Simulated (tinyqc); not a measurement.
Comparisons within one model: localisation in a chain with random site energies (transfer matrices). A value that a table varies takes the place of the one given here.

Hopping -t; leads with site energy 0, E = -2t cos(ka). psi_(j+1) = ((e_j - E)/t) psi_j - psi_(j-1), a product of matrices M_j = [[(e_j - E)/t, -1], [1, 0]]. For M = M_N ... M_1 the transmission is T = 4 sin^2(ka)/|M21 - M12 + M22 exp(ika) - M11 exp(-ika)|^2. Long samples draw e_j = W (x_j/2147483647 - 1/2) from x_j = 16807 x_(j-1) mod 2147483647, starting at x0. The localisation length xi, in sites, is defined by ln T = -2N/xi on average; weak disorder gives xi = 24 (4t^2 - E^2)/W^2, and the mean free path for backscattering is xi/2.

Numerical xi = N/ln sqrt(psi_(N+1)^2 + psi_N^2) for N = 20000 sites from psi_1 = 1, psi_0 = 0; its statistical error is about xi sqrt(xi/N).

Values chosen for the exercise:
```
symbol  value  unit  meaning
t       1.49   eV    hopping
E       -1.8   eV    energy
x0      5529         start of the number sequence
W       2.03   eV    full width of the disorder
```

## Localisation length against disorder

The same number sequence scaled by W.

xi (sites):
```
W/t   W (eV)  numerical  error  weak disorder  strong: 1/(ln(W/2t) - 1)
1.0    1.490     56.787  3.026         60.975                         -
1.5    2.235     26.343  0.956         27.100                         -
2.0    2.980     14.632  0.396         15.244                         -
3.0    4.470      6.943  0.129          6.775                         -
4.0    5.960      4.434  0.066          3.811                         -
6.0    8.940      2.544  0.029          1.694                         -
10.0  14.900      1.385  0.012          0.610                     1.641
16.0  23.840      0.892  0.006          0.238                     0.926
```

What can be read from the table?

At W = t the numerical value is 56.8 +/- 3.0 against 61.0, and at 2t 14.63 +/- 0.40 against 15.24. The weak-disorder formula is within 15 % for W/t = 1, 1.5, 2, 3 and 4; at W = 16t it gives 0.24 and the strong-disorder form 0.93, against 0.89. All states of the chain are localised; disorder only sets the length.

## From ballistic to localised

200 samples of each length, cut one after another from the start of the sequence. Typical T = exp(mean ln T). Ohmic: 1/(1 + 2N/xi); localised: exp(-2N/xi), both with the weak-disorder xi.

Transmission:
```
N   mean T  typical T  spread of ln T  ohmic  localised
2    0.886      0.882           0.106  0.891      0.885
5    0.743      0.721           0.257  0.767      0.738
10   0.584      0.534           0.445  0.622      0.544
20   0.380      0.281           0.864  0.451      0.296
40   0.212     0.0792           1.740  0.291     0.0876
80  0.0862    0.00719           2.733  0.170    0.00767
```

What does this show?

With xi = 32.8 sites, mean and typical T are 0.743 and 0.721 at N = 5, and 0.0862 and 0.00719 at N = 80, where ln T scatters by 2.7. The slope of ln(typical T) between 40 and 80 sites gives xi = 33.4, uncertain by about 10 % from the scatter of 200 samples. At N = 80 the ohmic law gives 23.7 times the typical value: a single channel has no ohmic range beyond a mean free path, and the mean is carried by rare resonant samples.

## What each parameter does

Numerical and weak-disorder xi. Each row changes one parameter from the base and keeps the others.

Results:
```
case          numerical xi (sites)  weak-disorder xi (sites)
base                         31.61                     32.85
t = 1.713 eV                 47.32                     49.49
E = -1.26 eV                 42.75                     42.47
W = 2.436 eV                 22.11                     22.81
x0 = 5530                    31.88                     32.85
```

What does this show?

The largest shifts from the base row, up to three for each result and ties (the steps differ in size, so this ranks the rows, not the parameters). numerical xi (sites): t +15.71, E +11.14, W -9.50. weak-disorder xi (sites): t +16.64, W -10.04, E +9.62; unchanged at the printed digits by x0. A new x0 is another sample of the same disorder; its shift is one draw of the statistical scatter, about xi sqrt(xi/N); the other rows share one sample, so their errors are correlated.

tinyqc: `OMP_NUM_THREADS=1 python tinyqc.py 1482437 1482438 out.jsonl`; about 0.07 s, one thread, shared Intel(R) Xeon(R) Processor @ 2.30GHz.
